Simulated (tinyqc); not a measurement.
Gap against bias: four-band model of biased bilayer graphene near K.

Basis A1, B1, A2, B2, with B1 below A2; p = kx + i ky, v_j = (sqrt3/2) a g_j. Diagonal -U/2, -U/2, U/2, U/2; <A1|B1> = <A2|B2> = v0 p*, <B1|A2> = g1, <A1|B2> = v3 p, <A1|A2> = <B1|B2> = -v4 p*.

Values chosen for the exercise (near those used for Bernal bilayer graphene; the results hold for these values, not for the real material):
- a = 2.46 angstrom (lattice constant)
- g0 = 2.93 eV (hopping in a layer)
- g1 = 0.342 eV (hopping of the dimer sites)
- g3 = 0.37 eV (skew hopping A1-B2)
- g4 = 0.13 eV (skew hopping A1-A2)

Closed form for g3 = g4 = 0: gap U g1/sqrt(U^2 + g1^2), ring radius as (U/2 v0) sqrt((2 g1^2 + U^2)/(g1^2 + U^2)). Last column: lowest band 3 less highest band 2 of the full matrix on a polar grid, |k| = 0 to 0.08 in steps of 0.001 1/angstrom, angles 0, 15, 30, 45, 60 degrees.

Gap:

| U (eV) | gap (eV) | kg (1/angstrom) | gap/U | gap on the grid (eV) |
|---|---|---|---|---|
| 0.02 | 0.0200 | 0.0023 | 0.998 | 0.0189 |
| 0.05 | 0.0495 | 0.0056 | 0.989 | 0.0469 |
| 0.10 | 0.0960 | 0.0111 | 0.960 | 0.0893 |
| 0.15 | 0.1374 | 0.0163 | 0.916 | 0.1257 |
| 0.20 | 0.1726 | 0.0212 | 0.863 | 0.1559 |
| 0.30 | 0.2255 | 0.0301 | 0.752 | 0.1994 |
| 0.40 | 0.2599 | 0.0382 | 0.650 | 0.2260 |
| 0.60 | 0.2971 | 0.0536 | 0.495 | 0.2502 |

What can be read from this table?

The gap follows U while U << g1 (ratio 0.989 at 0.05 eV) and bends towards g1 = 0.342 eV, reaching 0.297 eV at 0.6. The skew hoppings change it by -6.7 meV at U = 0.1 and -34.0 meV at 0.4 eV. U is the screened difference, smaller than the applied field times the layer distance.

Computed by tinyqc, a small Python program: `OMP_NUM_THREADS=1 python tinyqc.py 1452078 1452079 out.jsonl` (the numbers bound the seed that draws the inputs); one thread of a shared host (Intel(R) Xeon(R) Processor @ 2.30GHz), about 0.07 s for the whole set of steps.
